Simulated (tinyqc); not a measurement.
Polycrystal bounds against single-crystal directions: anisotropic elasticity and sound waves of a cubic crystal. Computed by tinyqc, a small Python program. Command: `OMP_NUM_THREADS=1 python tinyqc.py 3008929 3008930 out.jsonl cubicelastic walk`. One thread of a shared host (Intel(R) Xeon(R) Processor @ 2.30GHz), about 0.01 s of CPU time with the checks.

Voigt order 1..6 = xx, yy, zz, yz, xz, xy, with engineering shear strains. The rotated frame has x' as named, z' along the wafer normal and y' = z' x x'.

Inputs (values chosen for the exercise, modelled on tantalum): C11 = 269.1 GPa; C12 = 157.5 GPa; C44 = 82.51 GPa.

Frame: (001) wafer, x' along [210].

Method. S11 = (C11 + C12)/D, S12 = -C12/D, D = (C11 - C12)(C11 + 2 C12), S44 = 1/C44. Zener ratio A = 2 C44/(C11 - C12); S0 = S11 - S12 - S44/2; H = 2 C44 + C12 - C11. B = (C11 + 2 C12)/3; Voigt G = (C11 - C12 + 3 C44)/5; Reuss G = 5/(4 (S11 - S12) + 3 S44); Hill is their mean; E = 9BG/(3B + G), nu = (3B - 2G)/(6B + 2G). Along <hkl>, with g = 0, 1/4, 1/3: 1/E = S11 - 2 S0 g; for a film with that normal C33 = C11 + 2 H g and M = [6B - (3B - C33) - (3B - C33)^2/C33]/2.

S11 = 6.54439 1/TPa

S12 = -2.41618 1/TPa

S44 = 12.1197 1/TPa

S0 = 2.90070 1/TPa

H = 53.42 GPa

Zener ratio A = 1.47867

bulk modulus B = 194.7 GPa

Averages:
```
average  G (GPa)  E (GPa)       nu
Voigt     71.826   191.88  0.33575
Reuss     69.251   185.73  0.34101
Hill      70.538   188.81  0.33837
```

Directions:
```
direction  E (GPa)  biaxial modulus M (GPa)
<100>       152.80                   242.24
<110>       196.31                   299.47
<111>       216.89                   316.32
```

What follows from these numbers?

The bounds on G differ by 3.7 %, while E varies by a factor 1.42 with direction; with A above 1 the stiffest axis is <111>. Under a fixed mismatch strain, grains with a <100> normal store the least energy.

Extremes, crossings and ranges named in words are read from the listed rows.
